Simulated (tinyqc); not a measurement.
Dopants and charged point defects at anneal temperature: Fermi-level effect, clustering and pairing: one step, computed by the program tinyqc.

Boltzmann statistics and full ionisation of active dopants. Energies are counted from the valence band; the defect (a vacancy or self-interstitial) has five charge states, with all degeneracy factors one.

Task: Pairing in storage. An oppositely charged mobile impurity (density M) pairs with the dopant: pairs/free = Z (N_2/N_s) exp(E_b/k_B T_2) for M << N_2; capture radius R = e^2/(4 pi eps eps_0 k_B T_2); D_m = D_0 exp(-E_m/k_B T_2); association rate 4 pi R D_m N_2; dissociation rate = association rate/(pairs/free); tau = 1/(sum of both). Trapping slows long-range motion to D_m/(1 + pairs/free).

Inputs (values chosen for the exercise, with bands modelled on InP):

| quantity | value | unit |
|---|---|---|
| site density N_s | 4.3e+22 | cm^-3 |
| pair binding energy E_b | 0.56 | eV |
| pair configurations Z | 4 | - |
| storage temperature T_2 | 450 | K |
| impurity diffusion prefactor D_0 | 0.0006 | cm^2/s |
| impurity migration energy E_m | 0.89 | eV |
| dielectric constant eps | 12.5 | - |
| active dopant density in the stored part N_2 | 9.2e+14 | cm^-3 |

Dopant: donor. Second part: pairing with a mobile impurity.

Constants: k_B = 8.617333262e-05 eV/K; e^2/(4 pi eps_0) = 14.39964548 eV angstrom.

Give: pairs/free; paired share; capture radius R; D_m; pairing time constant; effective diffusivity of the impurity.

Result:

pairs/free = 0.1600

paired share = 0.1379

capture radius R = 29.71 angstrom

D_m = 6.465e-14 cm^2/s

pairing time constant = 621.2 s

effective diffusivity of the impurity = 5.574e-14 cm^2/s
